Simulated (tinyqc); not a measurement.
Superjunction drift layer against a plain one, charge balance: one step of the calculation.

Alternating n and p pillars of equal width wp, doping N and length Lp. When depleted, the lateral field peaks at Ex = q N wp/(2 eps0 eps_r) at the pillar junctions and a uniform vertical field Ey is added; breakdown is taken where Ex^2 + Ey^2 = Ef^2. Only the n pillars conduct, narrowed by the zero-bias depletion. A first-order model: the field peaks at the pillar ends are left out.

Problem. Design of the pillars. Ex = a Ef gives N = 2 eps0 eps_r a Ef/(q wp); Ey = Ef sqrt(1 - a^2); Lp = BV/Ey; xd = sqrt(eps0 eps_r Vb/(q N)) on each side; Rsp = 2 Lp/(q mu(N) N (1 - 2 xd/wp)). mu(N) = mi + (mx - mi)/(1 + (N/Nr)^0.9).

Parameters, values chosen for the exercise; values close to those of 4H silicon carbide: relative permittivity of the semiconductor eps_r = 9.33; mobility at low doping mx = 961 cm^2/(V s); mobility at high doping mi = 39.3 cm^2/(V s); reference doping of the mobility Nr = 2e17 cm^-3; wanted breakdown voltage BV = 5700 V; width of each pillar wp = 2 um; critical field inside the pillars Ef = 2.3 MV/cm; lateral peak field as a share of Ef a = 0.75; built-in voltage of the pillar junctions Vb = 2.8 V.

Constants: q = 1.602176634e-19 C, eps0 = 8.8541878128e-14 F/cm where lengths are in cm. Results are converted to the units shown.

Find: N; Ey; Lp; xd; Rsp.

Solution.

N = 8.894e16 cm^-3
Ey = 1.521 MV/cm
Lp = 37.47 um
xd = 0.1274 um
Rsp = 0.9115 mohm cm^2

The pillars have an aspect ratio of 18.7. Their doping is 47.4 times, and their Rsp 0.0463 times, that of the plain layer.

Computed by the program tinyqc: `OMP_NUM_THREADS=1 python tinyqc.py 2590025 2590026 out.jsonl`, one thread of a shared Intel Xeon 2.30GHz, about 0.01 s for the whole run.
